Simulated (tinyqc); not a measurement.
Comparisons within one model: deformation potentials from a strained empirical pseudopotential. A value that a table varies takes the place of the one given here.

Diamond lattice, no spin-orbit coupling. Atomic form factor V(q) = a1 (q^2 - a2)/(a3 exp(a4 q^2) - 1) in rydberg with q in 1/bohr, for the unstrained cell. Under a strain e the reciprocal vectors and k go over into (1 + e)^(-1) G, the atoms sit at +/- tau with tau = (1 + e) a (1,1,1)/8 - zeta a (eyz, ezx, exy)/4, and H(G,G') = c |k + G|^2 delta + (V(q)/det(1 + e)) cos(q.tau), q = G - G', with the term q = 0 left out; c = hbar^2/2m0. The basis is fixed before straining: all G with |k + G|^2 up to 16 (2 pi/a)^2. k is given in units of 2 pi/a of the unstrained cell.

Constants: hbar^2/2m0 = 3.80998211 eV angstrom^2; Ry = 13.60569312 eV; a0 (Bohr radius) = 0.5291772105 angstrom.

Values chosen for the exercise (near those of Si; the results hold for these values, not for the real material): a = 5.439 angstrom (lattice constant); A = (0.538, 2.171, 2.05, 0.486) (a1 (Ry bohr^2), a2 (1/bohr^2), a3, a4 (bohr^2)); h = 0.004 (size of the test strain); kD = 0.82 2 pi/a (position of the Delta minimum); a1 = 0.538; a2 = 2.171; a3 = 2.05; a4 = 0.486.

## The internal displacement

Xu of L (level 5, the lowest empty one) and d from exy = eyz = ezx = h for several zeta: Xu = [E(L [111]) - E(L [1-1-1])]/((8/3) h), d = (single valence level - pair)/(3 sqrt(3) h). zeta = 0 strains the bonds with the lattice; zeta = 1 keeps all four bond lengths equal to first order.

Results:

| zeta | Xu (L) (eV) | d (eV) |
|---|---|---|
| 0.00 | 11.11 | 0.75 |
| 0.25 | 11.46 | -1.57 |
| 0.50 | 11.83 | -3.89 |
| 0.60 | 11.99 | -4.81 |
| 0.75 | 12.22 | -6.20 |
| 1.00 | 12.62 | -8.52 |

From zeta = 0 to 1, d goes from 0.75 to -8.52 eV and Xu (L) from 11.11 to 12.62 eV, both nearly linearly: the displacement is an optical-phonon mode, and d = d(0) - zeta d0/4 gives its deformation potential d0 = 37 eV. Leaving the relaxation out (zeta = 0 for 0.5) moves d by +4.64 eV, which reverses its sign, and Xu (L) by -0.72 eV. Tetragonal strain has no such freedom.

## Size of the test strain

e = diag(-h/2, -h/2, h). Xu = [E(Delta z) - E(Delta x)]/(1.5 h) at fixed kD, b = [E(Z) - E(X, Y)]/(4.5 h); one-sided from +h alone, central from +h and -h.

Results (eV):

| h | Xu one-sided | Xu central | b one-sided | b central |
|---|---|---|---|---|
| 0.0010 | 7.981 | 7.986 | -3.290 | -3.286 |
| 0.0025 | 7.973 | 7.986 | -3.296 | -3.286 |
| 0.0050 | 7.961 | 7.986 | -3.306 | -3.286 |
| 0.0100 | 7.937 | 7.987 | -3.326 | -3.286 |
| 0.0200 | 7.890 | 7.991 | -3.367 | -3.287 |
| 0.0300 | 7.845 | 7.998 | -3.408 | -3.288 |

From h = 0.001 to 0.03 the one-sided Xu drifts by -0.136 eV and the central one by +0.012 eV; for b the drifts are -0.118 and -0.002 eV. The central difference cancels the term of second order in the strain, so its error goes as h^2. At h = 0.02 the linear law errs by 1.2 % for the valley splitting and 2.5 % for the valence splitting.

## What each parameter of the potential does

Gaps from the valence top to level 8 at Gamma and level 5 at (kD,0,0) and L, and their deformation potentials [E(+h) - E(-h)]/(3 ln((1 + h)/(1 - h))) for e = +/- h 1, h = 0.002. The row for the lattice constant keeps V(q) without the volume factor, so it is not a strain. Each row changes one parameter from the base and keeps the others.

Results:

| case | Gamma (eV) | Delta (eV) | L (eV) | potential Gamma (eV) | potential Delta (eV) | potential L (eV) |
|---|---|---|---|---|---|---|
| base | 4.246 | 1.176 | 2.090 | -8.90 | 2.62 | -1.95 |
| a = 5.493 angstrom | 4.115 | 1.466 | 2.189 | -9.19 | 2.31 | -2.14 |
| a1 = 0.543 | 4.290 | 1.243 | 2.139 | -8.97 | 2.61 | -1.96 |
| a2 = 2.193 | 4.130 | 1.252 | 2.087 | -8.97 | 2.57 | -1.99 |
| a3 = 2.029 | 4.297 | 1.273 | 2.157 | -8.99 | 2.63 | -1.95 |
| a4 = 0.481 | 4.342 | 1.264 | 2.166 | -9.07 | 2.54 | -2.03 |

The largest shifts from the base row, up to three for each result and ties (the steps differ in size, so this ranks the rows, not the parameters). Gamma (eV): a -0.131, a2 -0.116, a4 +0.096. Delta (eV): a +0.290, a3 +0.097, a4 +0.088. L (eV): a +0.100, a4 +0.077, a3 +0.068. potential Gamma (eV): a -0.29, a4 -0.17, a3 -0.10. potential Delta (eV): a -0.32, a4 -0.08, a2 -0.06. potential L (eV): a -0.19, a4 -0.08, a2 -0.04; unchanged at the printed digits by a3.

Run: tinyqc, `OMP_NUM_THREADS=1 python tinyqc.py 1880342 1880343 out.jsonl`; Intel(R) Xeon(R) Processor @ 2.30GHz, one thread, shared host; about 0.2 s of CPU time with all checks.
